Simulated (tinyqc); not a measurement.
Resistance of a tapered via with liner, size effect and interface: one step of the calculation.

A round via whose diameter grows from db at the bottom as D(z) = db + 2 z/tan(ang). The fill, of diameter D - 2 tl, starts above the bottom liner (thickness fb tl) and has rho = rho0 (1 + ks lam/(D - 2 tl)); the sidewall liner conducts in parallel with it. The bottom liner and the interface are crossed over the full area pi db^2/4. Spreading in the lines above and below is left out.

Problem. Total resistance. R_fill = sum of the slices; R_bottom = rl fb tl/(pi db^2/4); R_interface = ri/(pi db^2/4); ballistic (Sharvin) limit 1/(Sb pi (db - 2 tl)^2/4); ideal cylinder rho0 hv/(pi db^2/4).

Inputs (values chosen for the exercise); fill metal close to tungsten:
- db = 9.4 nm (diameter at the bottom)
- hv = 19 nm (height)
- rho0 = 5.24 uohm cm (bulk resistivity of the fill)
- tl = 1.9 nm (liner on the sidewall)
- fb = 0.5 (liner at the bottom over that on the sidewall)
- rl = 170 uohm cm (resistivity of the liner)
- ri = 2e-12 ohm cm^2 (interface resistivity at the bottom)
- Sb = 9.1e14 S/m^2 (ballistic conductance per area, about 3/(4 rho0 lam))

slice resistance, slice 0 to 6 (ohm): 19.917261  19.187595  18.492826  17.830965  17.200149  16.598636  16.024793

Wanted: parts; R; shares; ballistic limit; ideal cylinder.

Solution.

parts (ohm): fill 125.25, bottom liner 23.272, interface 2.8819
R = 151.41 ohm
shares (%): fill 82.726, bottom liner 15.370, interface 1.903
ballistic limit = 44.616 ohm
ideal cylinder = 14.346 ohm

The fill is the largest part, and R is 10.6 times the ideal cylinder. With 2000 slices R = 151.41 ohm.

Computed by the program tinyqc: `OMP_NUM_THREADS=1 python tinyqc.py 2750043 2750044 out.jsonl`, one thread of a shared Intel Xeon 2.30GHz, about 0.01 s for the whole run.
